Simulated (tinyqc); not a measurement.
Surface potential of a MOS transistor: implicit equation and explicit approximations: two steps of the calculation.

p-type body, charge-sheet picture, depletion and inversion only, full ionisation (an idealisation for deep acceptors), Boltzmann statistics (rough once Na exp(x - xn) passes about Nc/7). In units of Vt: xg = (Vg - Vfb)/Vt, x = psi/Vt, G = gamma/sqrt(Vt), xn = (2 phiF + Vc)/Vt. The implicit equation is (xg - x)^2 = G^2 [x - 1 + exp(x - xn)] for x above about 3. Cox = eps0 eox/tox.

Question 1. Explicit approximation. Depletion value a = 1 + [sqrt(G^2/4 + xg - 1) - G/2]^2; inversion value b = xn + ln[(xg - xn)^2/G^2 - xn + 1] and first guess y = min(a, b) - ln(1 + exp(-|a - b|)) if a > xn + 1, else b = y = a; one second-order correction with D = exp(y - xn), p = 2 (xg - y) + G^2 (1 + D), w = (xg - y)^2 - G^2 (y - 1 + D): z = y + 2 w/(p + sqrt(p^2 - 2 (2 - G^2 D) w)), or the Newton step z = y + w/p where the root is not real.

G = 0.85406708
xn = 86.390462
xg = 100.26304

Find: a; b; y; p; w; z.

Answer 1.

a = 92.11
b = 91.57
y = 91.11
p = 101.1
w = -64.15
z = 90.48

The root of the implicit equation is x = 90.2600; y misses it by 0.85 and z by 0.22, in units of Vt (Newton branch).

Question 2. New x. D = exp(x - xn), f = (xg - x)^2 - G^2 (x - 1 + D), f' = -2 (xg - x) - G^2 (1 + D), x(new) = x - f/f'.

x at the start = 92.11
G = 0.85406708
xn = 86.390462
xg = 100.26304

Wanted: D; f; f'; x after iteration 1.

Answer 2.

D = 304.8
f = -222.3
f' = -239.3
x after iteration 1 = 91.18

Program tinyqc, `OMP_NUM_THREADS=1 python tinyqc.py 2122195 2122196 out.jsonl`; Intel Xeon 2.30GHz, shared host, one thread, about 0.01 s.
